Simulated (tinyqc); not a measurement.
Undoped gate-all-around wire MOSFET, analytic charge model: one step of the calculation.

An undoped round wire of radius R under an insulator shell and a surrounding gate; long channel, electrons only, n = ni exp((psi - V)/Vt) with V the quasi-Fermi potential (0 at the source, Vd at the drain), constant mobility, no quantisation. The radial Poisson equation gives n(r) = n(0)/(1 - (1 - b) r^2/R^2)^2 with b = Q0/(Q + Q0). Q is the electron charge per area of the wire surface.

Question. Drain current and line charge. Q solves Vg - V0 - V = Q/Cox + Vt ln(Q/Q0) + Vt ln(1 + Q/Q0). I = mu (2 pi R/L)[2 Vt (Qs - Qd) + (Qs^2 - Qd^2)/(2 Cox) + Vt Q0 ln((Qd + Q0)/(Qs + Q0))], with Qs at V = 0 and Qd at V = Vd. Electrons per length at the source: 2 pi R Qs/q; surface over centre density: (1 + Qs/Q0)^2.

Parameters, values chosen for the exercise; material values close to those of silicon: temperature T = 350 K; wire radius R = 5 nm; channel mobility mu = 780 cm^2/(V s); gate length L = 1 um; drain voltage Vd = 0.8 V.

Constants: q = 1.602176634e-19 C, kB = 1.380649e-23 J/K, Vt = kB T/q. Results are converted to the units shown.

Qs = 137.16842 nC/cm^2
Qd = 2.9508459e-9 nC/cm^2
Cox = 2.9768244 uF/cm^2
Q0 = 252.09351 nC/cm^2

Wanted: first term; second term; third term; I; electrons per length; surface over centre density.

Answer.

first term = 0.20275 uA
second term = 0.077441 uA
third term = -0.080945 uA
I = 0.19925 uA
electrons per length = 0.26896 1/nm
surface over centre density = 2.3843

The square-law term makes up 38.9 % of the current.

tinyqc, about 0.01 s, one thread, Intel Xeon 2.30GHz (shared host): `OMP_NUM_THREADS=1 python tinyqc.py 2460037 2460038 out.jsonl`
